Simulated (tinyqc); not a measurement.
From results back to parameters: Shockley state of an s-p chain by decimation. Five cases, with inputs chosen for the exercise.

Problem. For the s-p chain the s level is -d/2 - 2 ts cos k and the p level d/2 + 2 tp cos k at k = 0 and pi, and at k = pi/2 the bands lie sqrt(d^2 + 16 u^2) apart. The values below come from hidden parameters.

Find: d, ts, tp, |u|; order at k = pi.

Method. Means give -d/2 and d/2, widths 4 ts and 4 tp; u follows from the splitting. The order is inverted where s lies above p at pi.

Case 1.

s level (eV): k = 0 -2.250, k = pi 1.230
p level (eV): k = 0 2.730, k = pi -1.710
splitting at pi/2 = 5.06379 eV

Solution.

d, ts, tp, |u| (eV): 1.02  0.87  1.11  1.24

order at k = pi: inverted

Case 2.

s level (eV): k = 0 -6.670, k = pi -0.950
p level (eV): k = 0 7.090, k = pi 0.530
splitting at pi/2 = 8.06437 eV

Solution.

d, ts, tp, |u| (eV): 7.62  1.43  1.64  0.66

order at k = pi: normal

Case 3.

s level (eV): k = 0 -3.445, k = pi 1.195
p level (eV): k = 0 2.925, k = pi -0.675
splitting at pi/2 = 3.11899 eV

Solution.

d, ts, tp, |u| (eV): 2.25  1.16  0.90  0.54

order at k = pi: inverted

Case 4.

s level (eV): k = 0 -6.525, k = pi -1.605
p level (eV): k = 0 7.065, k = pi 1.065
splitting at pi/2 = 8.29376 eV

Solution.

d, ts, tp, |u| (eV): 8.13  1.23  1.50  0.41

order at k = pi: normal

Case 5.

s level (eV): k = 0 -4.490, k = pi -1.370
p level (eV): k = 0 6.450, k = pi -0.590
splitting at pi/2 = 6.25936 eV

Solution.

d, ts, tp, |u| (eV): 5.86  0.78  1.76  0.55

order at k = pi: normal

Computed by tinyqc, one run a case: `OMP_NUM_THREADS=1 python tinyqc.py N N+1 out.jsonl` with N = 1482416, 1482456, 1482461, 1482639, 1482702; one thread of a shared Intel(R) Xeon(R) Processor @ 2.30GHz, about 0.3 s a run at most.
